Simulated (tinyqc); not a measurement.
Gamma, L and X subbands of a thin body with non-parabolic valleys: one step. Filling and quantum capacitance. Two cases, with inputs chosen for the exercise.

Question. Over the ten listed subbands, named by valley (G, L, X), degeneracy and number.

n_i = g m/(2 pi c) kB T ln(1 + exp((EF - E_i)/kB T)), sum n_i = Ns (1e12/cm^2 = 1e-4/angstrom^2), c = hbar^2/2m0. Quantum capacitance Cq = 1602.176634 sum g m/(2 pi c) f_i in microfarad/cm^2 with f_i = 1/(1 + exp((E_i - EF)/kB T)); Cox = 34.5313/eot (one gate); C/Cox = Cq/(Cq + Cox), the centroid term left out.

Constants: hbar^2/2m0 = 3.80998211 eV angstrom^2; kB = 8.617333262e-05 eV/K.

Give: EF; n_i in the order of the list; Cq; Cox; C/Cox.

Case 1.

Values chosen (near those of a thin GaSb channel; the results hold for these values, not for the real material): face = 111 (surface); t = 64 angstrom (body thickness); Ns = 6 x 1e12/cm^2 (sheet density); T = 300 K (temperature); eot = 14 angstrom (equivalent oxide thickness).

Subbands:

| subband | g | E (eV) | DOS mass |
|---|---|---|---|
| L1 n=1 | 1 | 0.061104 | 0.099957 |
| L1 n=2 | 1 | 0.082021 | 0.102773 |
| L1 n=3 | 1 | 0.115663 | 0.107302 |
| L3 n=1 | 3 | 0.132980 | 0.374327 |
| L1 n=4 | 1 | 0.160506 | 0.113340 |
| G1 n=1 | 1 | 0.190880 | 0.056691 |
| L1 n=5 | 1 | 0.214871 | 0.120660 |
| L1 n=6 | 1 | 0.277137 | 0.129043 |
| L3 n=2 | 3 | 0.333691 | 0.466595 |
| L1 n=7 | 1 | 0.345870 | 0.138297 |

Answer.

EF = 0.0961 eV

n_i in the order of the list (1e12/cm^2): 1.708  1.111  0.445  2.607  0.097  0.015  0.013  0.001  0.002  0.000

Cq = 27.27 microfarad/cm^2
Cox = 2.467 microfarad/cm^2
C/Cox = 0.917

EF lies 35 meV above the lowest edge; Gamma holds 0 % of the electrons. The density of states is ample: only 8 % of the gate capacitance is lost.

Case 2.

Values chosen (near those of a thin InP channel; the results hold for these values, not for the real material): face = 111 (surface); t = 26 angstrom (body thickness); Ns = 5.1 x 1e12/cm^2 (sheet density); T = 300 K (temperature); eot = 8 angstrom (equivalent oxide thickness).

Subbands:

| subband | g | E (eV) | DOS mass |
|---|---|---|---|
| G1 n=1 | 1 | 0.532225 | 0.130131 |
| L1 n=1 | 1 | 0.633732 | 0.102987 |
| L1 n=2 | 1 | 0.732356 | 0.111469 |
| L1 n=3 | 1 | 0.881854 | 0.124325 |
| L3 n=1 | 3 | 1.020847 | 0.512412 |
| L1 n=4 | 1 | 1.068306 | 0.140360 |
| X3 n=1 | 3 | 1.173859 | 0.483952 |
| L1 n=5 | 1 | 1.280538 | 0.158612 |
| G1 n=2 | 1 | 1.481397 | 0.221496 |
| L1 n=6 | 1 | 1.510652 | 0.178402 |

Answer.

EF = 0.6164 eV

n_i in the order of the list (1e12/cm^2): 4.627  0.459  0.013  0.000  0.000  0.000  0.000  0.000  0.000  0.000

Cq = 10.80 microfarad/cm^2
Cox = 4.316 microfarad/cm^2
C/Cox = 0.714

EF lies 84 meV above the lowest edge; Gamma holds 91 % of the electrons. The low density of states costs 29 % of the gate capacitance.

Computed by tinyqc, one run a case: `OMP_NUM_THREADS=1 python tinyqc.py N N+1 out.jsonl` with N = 1251444, 1251478; one thread of a shared Intel(R) Xeon(R) Processor @ 2.30GHz, about 0.02 s a run at most.
